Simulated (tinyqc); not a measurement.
# Voltage acceleration of oxide breakdown, four models on the same data: lifetime against voltage in four models

Field E = V/tox in MV/cm. Models: ln(t63/1 s) = a - c X with X = E (E model), -1/E (1/E model), ln V (power law, c the exponent n) or sqrt(E).

a and c were fitted to stress data from 4.12 to 5.65 V. Project to Vu, multiply by exp[(Ea q/kB)(1/Tu - 1/Ts)] and by ks; ten years are 3.15576e8 s.

Parameters, values chosen for the exercise:
- tox = 4.4 nm (oxide thickness)
- Ts = 398 K (stress temperature)
- Tu = 378 K (use temperature)
- Ea = 0.52 eV (activation energy)
- ks = 0.00048 (factor for area and percentile)

Constants: q = 1.602176634e-19 C, kB = 1.380649e-23 J/K. Results are converted to the units shown.

```
model         c         a
E       3.34001   40.1405
1/E     401.460  -33.7070
power   36.8456   61.1956
sqrt E  22.2210   76.9458
```

Results:
```
Vu (V)  log10 years, E  log10 years, 1/E  log10 years, power  log10 years, sqrt E
1.92            0.6337             14.85               5.669                2.788
2.33           -0.7180             7.817               2.572               0.7401
2.73            -2.037             2.992             0.03678               -1.091
3.14            -3.388           -0.6768              -2.202               -2.833
3.55            -4.740            -3.498              -4.166               -4.464
3.96            -6.092            -5.736              -5.915               -6.004
4.77            -8.762            -9.025              -8.893               -8.827
```

Estimate the missing row, Vu = 4.36 V.

Computed row:
```
Vu (V)  log10 years, E  log10 years, 1/E  log10 years, power  log10 years, sqrt E
4.36            -7.410            -7.513              -7.455               -7.431
```

With this row back in the table: The four agree within 0.26 decades in the last row, inside the stress range, and part by 14.2 decades in the first. The local exponent -d ln t/d ln V is c E for the E model, which shrinks as V falls, constant for the power law, and c/E for the 1/E model, which grows as V falls.

Range of the model: All four laws are empirical fits; none is established far below the stress range.

Program tinyqc, `OMP_NUM_THREADS=1 python tinyqc.py 2070152 2070153 out.jsonl`; Intel Xeon 2.30GHz, shared host, one thread, about 0.01 s.
